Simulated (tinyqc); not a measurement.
Carrier lifetime of a p-type layer with SRH, radiative, Auger and surface recombination: lifetime against injection.

Uniform excess density dn = dp (no trapping), n = n0 + dn, p = p0 + dn, Boltzmann statistics, full ionisation. Surfaces enter as a rate 2 S dn/d, which holds while diffusion to them is fast.

ni = sqrt(Nc Nv) exp(-Eg/(2 Vt)), Eg in volts; majority density N/2 + sqrt(N^2/4 + ni^2), n0 p0 = ni^2; n1 = Nc exp(-Et/Vt), p1 = Nv exp((Et - Eg)/Vt); tn0 = 1/(sn vth Nt), tp0 = 1/(sp vth Nt). With e = n p - ni^2 = dn (n0 + p0 + dn): U_SRH = e/(tp0 (n + n1) + tn0 (p + p1)), U_rad = B e, U_Aug = (Cn n + Cp p) e, U_s = 2 S dn/d. Each tau is dn over its rate; tau = dn/U with U the sum.

Values chosen for this exercise; band and dielectric values close to those of indium phosphide: temperature T = 400 K; band gap Eg = 1.33 eV; conduction-band density of states at T Nc = 8.61e17 cm^-3; valence-band density of states at T Nv = 1.71e19 cm^-3; radiative coefficient B = 1.19e-10 cm^3/s; acceptor density N = 1.7e15 cm^-3; Auger coefficient (two electrons) Cn = 2.1e-30 cm^6/s; Auger coefficient (two holes) Cp = 3.1e-30 cm^6/s; trap density Nt = 4.7e12 cm^-3; capture cross-section for electrons sn = 1e-14 cm^2; capture cross-section for holes sp = 1e-17 cm^2; thermal velocity (both carriers) vth = 1.2e7 cm/s; trap level below the conduction band Et = 0.51 eV; surface recombination velocity (both faces) S = 3 cm/s; sample thickness d = 30 um.

Constants: q = 1.602176634e-19 C, kB = 1.380649e-23 J/K, Vt = kB T/q. Results are converted to the units shown.

The same in every row: tau_s (s) = 5.0000e-4.

Lifetime against injection:
```
dn (cm^-3)	tau_SRH (s)	tau_rad (s)	tau_Aug (s)	tau (s)	radiative share (%)	largest path
1e11	2.2143e-6	4.9429e-6	0.11160	1.5245e-6	30.843	SRH
1e12	3.1522e-6	4.9402e-6	0.11144	1.9169e-6	38.802	SRH
1e13	1.2477e-5	4.9142e-6	0.10988	3.5008e-6	71.238	radiative
1e14	1.0059e-4	4.6685e-6	0.095951	4.4218e-6	94.715	radiative
1e15	6.5867e-4	3.1124e-6	0.035374	3.0784e-6	98.908	radiative
1e16	0.0015172	7.1824e-7	0.0014924	7.1652e-7	99.761	radiative
1e17	0.0017452	8.2629e-8	1.8720e-5	8.2248e-8	99.539	radiative
1e18	0.0017718	8.3891e-9	1.9179e-7	8.0374e-9	95.807	radiative
1e19	0.0017745	8.4019e-10	1.9226e-9	5.8468e-10	69.588	radiative
```

What does the table show?

SRH recombination leads at dn = 1e11, radiative from 1e13 on. The total lifetime goes from 1.52e-6 through a maximum of 4.42e-6 (at dn = 1e14 among the rows listed) to 5.85e-10 s. tau_SRH goes from 2.21e-6 s (low-injection limit 2.11e-6 s) to 0.00177 s (high-injection limit tn0 + tp0 = 0.00177 s). Between the last two rows tau_rad goes as dn^(-1.00) and tau_Aug as dn^(-2.00); the radiative share goes from 30.8 through a maximum of 99.8 (at dn = 1e16 among the rows listed) to 69.6 %. For dn = 1e18, 1e19 the carriers are degenerate, where B and the Auger coefficients no longer stay constant.

Numbers from tinyqc (`OMP_NUM_THREADS=1 python tinyqc.py 2300011 2300012 out.jsonl`; about 0.01 s on one thread of a shared Intel Xeon 2.30GHz).
